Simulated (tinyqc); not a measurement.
# Molecular dynamics of a small cluster by velocity Verlet steps, step by step

A worked calculation. Computed by tinyqc, a small Python program that keeps every step. Command: `OMP_NUM_THREADS=1 python tinyqc.py 3008289 3008290 out.jsonl verlet walk`. One thread of a shared host (Intel(R) Xeon(R) Processor @ 2.30GHz), about 0.1 s of CPU time with the checks. Intermediate numbers are printed to about 7 digits and carried at full precision; extremes and crossings named in words are read from the listed rows.

E = sum_i {sum_j A exp(-p (r_ij/r0 - 1)) - xi sqrt(rho_i)}, rho_i = sum_j exp(-2 q (r_ij/r0 - 1)); the force on i is -sum_j w_ij (R_i - R_j)/r_ij with w_ij = -(2p/r0) A exp(-p (r_ij/r0 - 1)) + (xi q/r0) exp(-2 q (r_ij/r0 - 1)) (rho_i^(-1/2) + rho_j^(-1/2)).

Inputs (values chosen for the exercise, for model atoms): length r0 = 2.61 angstrom; repulsion A = 0.14 eV; hopping xi = 2.03 eV; decay p = 10.1; decay q = 2.41; atomic mass M = 57.9 u; time step dt = 2.7 fs; steps = 200.

Potential: Gupta. Thermostat: none.

starting positions (angstrom), rows atom 1, atom 2, atom 3, atom 4, atom 5, atom 6, columns x, y, z:
```
[[-0.02, 0.03, 0.02],
 [2.41, -0.03, -0.02],
 [2.45, 2.43, 0],
 [-0.02, 2.45, 0.02],
 [1.24, 1.21, 1.67],
 [1.19, 1.2, -1.72]]
```

starting velocities (angstrom/fs), rows atom 1, atom 2, atom 3, atom 4, atom 5, atom 6, columns x, y, z:
```
[[0.00038, 0.00044, -0.00335],
 [-0.0004, -0.00139, 0.00027],
 [-0.00024, -0.0016, -0.00186],
 [0.00311, -0.00185, 0.00637],
 [-0.00118, 0.00244, -0.00362],
 [-0.00167, 0.00196, 0.00219]]
```

Constants: 1 eV/(angstrom u) = 9.648533212e-03 angstrom/fs^2; k_B = 8.617333262e-05 eV/K.

## State at the start

Velocity Verlet: a = c F/M with c = 9.648533212e-3 angstrom/fs^2 per eV/(angstrom u); R(new) = R + v dt + a dt^2/2; v(new) = v + (a + a(new)) dt/2. Kinetic energy K = M v^2/(2c); temperature T = 2K/((3N - 3) k_B), rotation of the cluster included.

forces (eV/angstrom), rows atom 1, atom 2, atom 3, atom 4, atom 5, atom 6, columns x, y, z:
```
[[0.0357206, 0.0015033, -0.1456060],
 [-0.0945263, 0.2429051, -0.1156058],
 [-0.3765204, -0.3185351, -0.2283737],
 [0.4087014, -0.1856658, -0.1554577],
 [-0.0062326, 0.0868403, 0.1671802],
 [0.0328572, 0.1729522, 0.4778630]]
```

potential energy = -22.52187 eV

kinetic energy = 0.3161016 eV

temperature = 489.0943 K

## Step 1

The formulas are those given above.

positions after step 1 (angstrom), rows atom 1, atom 2, atom 3, atom 4, atom 5, atom 6, columns x, y, z:
```
[[-0.018952, 0.031189, 0.010867],
 [2.408863, -0.033605, -0.019341],
 [2.449123, 2.425487, -0.005161],
 [-0.011355, 2.444892, 0.037105],
 [1.236810, 1.216641, 1.660328],
 [1.185511, 1.205397, -1.713797]]
```

new forces (eV/angstrom), rows atom 1, atom 2, atom 3, atom 4, atom 5, atom 6, columns x, y, z:
```
[[-0.0209809, -0.0867162, -0.1078542],
 [-0.0737467, 0.2254912, -0.1274518],
 [-0.2669454, -0.2510171, -0.2311478],
 [0.2463713, -0.0285845, -0.2567983],
 [0.0572025, -0.0193925, 0.3481966],
 [0.0580992, 0.1602192, 0.3750554]]
```

velocities after step 1 (angstrom/fs), rows atom 1, atom 2, atom 3, atom 4, atom 5, atom 6, columns x, y, z:
```
[[0.000383316, 0.000420830, -0.003407020],
 [-0.000437856, -0.001284627, 0.000215320],
 [-0.000384758, -0.001728130, -0.001963377],
 [0.003257369, -0.001898199, 0.006277257],
 [-0.001168534, 0.002455173, -0.003504058],
 [-0.001649538, 0.002034952, 0.002381877]]
```

total energy = -22.20587 eV

## Step 2

The formulas are those given above.

positions after step 2 (angstrom), rows atom 1, atom 2, atom 3, atom 4, atom 5, atom 6, columns x, y, z:
```
[[-0.017930, 0.032272, 0.001602],
 [2.407636, -0.036937, -0.018837],
 [2.447922, 2.420668, -0.010602],
 [-0.002410, 2.439750, 0.053897],
 [1.233690, 1.223258, 1.651078],
 [1.181092, 1.210989, -1.707138]]
```

new forces (eV/angstrom), rows atom 1, atom 2, atom 3, atom 4, atom 5, atom 6, columns x, y, z:
```
[[-0.0794309, -0.1761160, -0.0655485],
 [-0.0518071, 0.2043665, -0.1360736],
 [-0.1471572, -0.1766998, -0.2306735],
 [0.0629379, 0.1446642, -0.3713871],
 [0.1339178, -0.1431402, 0.5457067],
 [0.0815396, 0.1469253, 0.2579761]]
```

velocities after step 2 (angstrom/fs), rows atom 1, atom 2, atom 3, atom 4, atom 5, atom 6, columns x, y, z:
```
[[0.000360727, 0.000361702, -0.003446030],
 [-0.000466101, -0.001187924, 0.000156036],
 [-0.000477917, -0.001824351, -0.002067271],
 [0.003326953, -0.001872085, 0.006135936],
 [-0.001125538, 0.002418609, -0.003302960],
 [-0.001618124, 0.002104049, 0.002524288]]
```

total energy = -22.20594 eV

## Fastest vibration

Relax the cluster, diagonalise the Hessian (central differences): omega_max = sqrt(c lambda_max/M). Verlet steps are stable for omega_max dt < 2.

omega_max = 0.06740839 1/fs

shortest period = 93.21073 fs

omega_max dt = 0.1820027

The step is 1/34.5 of the shortest period.

## The trajectory

Spread = largest minus smallest value. The test of the step is the spread (largest minus smallest) of the total energy over the run without thermostat, against the spread of K; the step passes below 5 %. The mean T is over the second half.

Course of the run (evenly spaced rows):
```
step  t (fs)     U (eV)     K (eV)  U + K (eV)     T (K)
0        0.0  -22.52187  0.3161016   -22.20577  489.0943
14      37.8  -22.37135  0.1658527   -22.20550  256.6188
28      75.6  -22.32591  0.1208832   -22.20503  187.0389
42     113.4  -22.45483  0.2492753   -22.20555  385.6960
56     151.2  -22.39607  0.1904929   -22.20558  294.7438
70     189.0  -22.38159  0.1762520   -22.20534  272.7093
84     226.8  -22.44694  0.2416786   -22.20527  373.9419
98     264.6  -22.30494  0.0999227   -22.20502  154.6073
112    302.4  -22.34110  0.1357424   -22.20536  210.0300
126    340.2  -22.48945  0.2837876   -22.20566  439.0958
140    378.0  -22.43638  0.2308298   -22.20555  357.1558
154    415.8  -22.33821  0.1328657   -22.20534  205.5790
168    453.6  -22.38806  0.1829840   -22.20507  283.1255
182    491.4  -22.42150  0.2161119   -22.20539  334.3832
196    529.2  -22.35746  0.1519404   -22.20552  235.0927
```

spread of the total energy = 0.001149474 eV

spread of the total over spread of K = 0.005054900

mean temperature = 283.8748 K

The total energy keeps within 0.51 % of the swings of K, so the step passes.

## Energy conservation against the time step

Runs without thermostat over the same span of time, steps x dt; spread = largest minus smallest value. For contrast, the energy gained over the first 30 dt (dt of the inputs) by explicit Euler steps: R(new) = R + v dt, v(new) = v + a dt.

Energy error (eV):
```
dt (fs)  omega_max dt  Verlet, spread of U + K  Euler, gain in U + K
0.3375      0.0227503             1.791465e-05              0.022323
0.6750      0.0455007             7.166465e-05              0.046851
1.3500      0.0910013             2.870806e-04              0.103342
2.7000      0.1820027             1.149474e-03              0.252464
5.4000      0.3640053             4.684792e-03              0.755457
8.1000      0.5460080             1.066330e-02              1.673409
```

The Verlet error grows as dt^2.00 between the first rows, the second order of the method. Euler steps gain energy steadily: over that short span the gain in the first row is already 1200 times the Verlet spread of the whole run, and it grows as dt^1.07, tending to the first order of that method as dt shrinks.

Checks made by the program: time reversal over 50 steps (relative difference below 1e-10).
